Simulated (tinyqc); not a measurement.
Inside a calculation. Method: Pariser-Parr-Pople SCF with singles CI, for the molecule c1ccc2[nH]ccc2c1 (SMILES; centres numbered as the heavy atoms are written). One step of it, computed by the program tinyqc.

Problem. PPP integrals. Mataga-Nishimoto: gamma = 14.399645/(R + a), a = 2 x 14.399645/(gamma_rr + gamma_ss); H_rr = -W_r - sum_(s != r) z_s gamma_rs; H_rs = beta for bonds.

Centres (angstrom, eV; a flat drawing with bonds scaled to 1.40 angstrom):
```
centre          x          y  core charge z          W   gamma_rr
1C       2.152000  -0.700000              1  11.160000  11.130000
2C       2.152000   0.700000              1  11.160000  11.130000
3C       0.939000   1.400000              1  11.160000  11.130000
4C      -0.273000   0.700000              1  11.160000  11.130000
5N      -1.605000   1.133000              2  25.600000  16.800000
6C      -2.427000   0.000000              1  11.160000  11.130000
7C      -1.605000  -1.133000              1  11.160000  11.130000
8C      -0.273000  -0.700000              1  11.160000  11.130000
9C       0.939000  -1.400000              1  11.160000  11.130000
```

Resonance integrals (eV):
```
i  j       beta
1  2  -2.390000
2  3  -2.390000
3  4  -2.390000
4  5  -2.240000
5  6  -2.240000
6  7  -2.390000
7  8  -2.390000
8  9  -2.390000
9  1  -2.390000
8  4  -2.390000
```

Give: repulsion gamma_rs; core matrix H.

Solution.

repulsion gamma_rs (eV):
```
        1C      2C      3C      4C      5N      6C      7C      8C
1C  11.130   5.346   3.872   3.517   2.763   2.430   2.837   3.872
2C   5.346  11.130   5.345   3.872   2.992   2.430   2.631   3.517
3C   3.872   5.345  11.130   5.346   4.012   2.915   2.948   3.873
4C   3.517   3.872   5.346  11.130   5.922   4.046   4.045   5.346
5N   2.763   2.992   4.012   5.922  16.800   5.924   4.367   4.368
6C   2.430   2.430   2.915   4.046   5.924  11.130   5.346   4.046
7C   2.837   2.631   2.948   4.045   4.367   5.346  11.130   5.344
8C   3.872   3.517   3.873   5.346   4.368   4.046   5.344  11.130
9C   5.345   3.872   3.517   3.873   3.116   2.915   3.738   5.346

        9C
1C   5.345
2C   3.872
3C   3.517
4C   3.873
5N   3.116
6C   2.915
7C   3.738
8C   5.346
9C  11.130
```

core matrix H (eV):
```
         1C       2C       3C       4C       5N       6C       7C       8C
1C  -43.905   -2.390    0.000    0.000    0.000    0.000    0.000    0.000
2C   -2.390  -44.156   -2.390    0.000    0.000    0.000    0.000    0.000
3C    0.000   -2.390  -47.001   -2.390    0.000    0.000    0.000    0.000
4C    0.000    0.000   -2.390  -53.049   -2.240    0.000    0.000   -2.390
5N    0.000    0.000    0.000   -2.240  -59.063   -2.240    0.000    0.000
6C    0.000    0.000    0.000    0.000   -2.240  -47.136   -2.390    0.000
7C    0.000    0.000    0.000    0.000    0.000   -2.390  -46.785   -2.390
8C    0.000    0.000    0.000   -2.390    0.000    0.000   -2.390  -51.240
9C   -2.390    0.000    0.000    0.000    0.000    0.000    0.000   -2.390

         9C
1C   -2.390
2C    0.000
3C    0.000
4C    0.000
5N    0.000
6C    0.000
7C    0.000
8C   -2.390
9C  -45.999
```
